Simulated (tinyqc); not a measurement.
On-chip interconnect, size-dependent resistivity and RC delay: two metals against line width.

A rectangular line between two neighbours and two ground planes. Surface and grain-boundary scattering are added to the bulk resistivity as corrections; capacitances are parallel-plate values without fringing; inductance is ignored.

Metal width x = wd - 2 tl, height y = AR wd - tl; grain boundaries (Mayadas-Shatzkes): al = (lam/(gr x)) Rg/(1 - Rg), g = 1/[1 - 3 al/2 + 3 al^2 - 3 al^3 ln(1 + 1/al)] - 1; surfaces (Fuchs-Sondheimer, thick limit): s = (3/8) lam (1 - ps)(1/x + 1/y); rho = rho0 (1 + g + s); r = rho/(x y). The second metal has rho2, lam2 and tl2 in place of rho0, lam and tl; ps, Rg, gr and AR are shared.

Values chosen for this exercise; metal values close to those of aluminium: bulk resistivity rho0 = 2.67 uohm cm; bulk mean free path lam = 18.8 nm; specular share of surface scattering ps = 0.4; reflection coefficient of grain boundaries Rg = 0.46; grain size over the metal width gr = 1; aspect ratio, height over width AR = 2; liner on both walls and the bottom, not conducting tl = 1.4 nm; space to the neighbouring lines sp = 11 nm; dielectric height to the planes above and below hd = 27 nm; relative permittivity of the dielectric ek = 2.7; Miller factor of the neighbours Mf = 2; bulk resistivity of the second metal (close to copper) rho2 = 1.68 uohm cm; mean free path of the second metal lam2 = 40.4 nm; liner of the second metal tl2 = 1 nm.

Constants: eps0 = 8.8541878128e-12 F/m. Results are converted to the units shown.

Two metals against line width:
```
wd (nm)	rho, first (uohm cm)	rho, second (uohm cm)	r, first (ohm/um)	r, second (ohm/um)	ratio second/first
5	35.20	34.27	1.860e4	1.269e4	0.6823
6.5	22.26	23.58	5187	4367	0.8419
8	16.73	18.19	2204	2022	0.9173
10	12.91	14.13	963.9	929.5	0.9643
13	9.960	10.78	397.0	392.1	0.9878
17	7.950	8.392	171.7	169.5	0.9871
22	6.604	6.740	80.75	78.37	0.9705
30	5.472	5.317	34.33	32.18	0.9376
45	4.495	4.069	12.02	10.63	0.8843
70	3.829	3.205	4.111	3.391	0.8250
120	3.342	2.570	1.195	0.9112	0.7624
```

The resistivity of the first metal falls from 35.2 to 3.34 uohm cm and that of the second goes from 34.3 to 2.57 uohm cm as the line widens. The products rho0 lam, which set the size effect, are 50.2 and 67.9 uohm cm nm. The second metal has the lower resistance in every row. For widths well under the mean free path the thick-limit surface term is only a guide.

Range of the model: The metal width is under the mean free path, where the thick-limit surface term and the simple sum of corrections lose accuracy.

Numbers from tinyqc (`OMP_NUM_THREADS=1 python tinyqc.py 2100066 2100067 out.jsonl`; about 0.01 s on one thread of a shared Intel Xeon 2.30GHz).
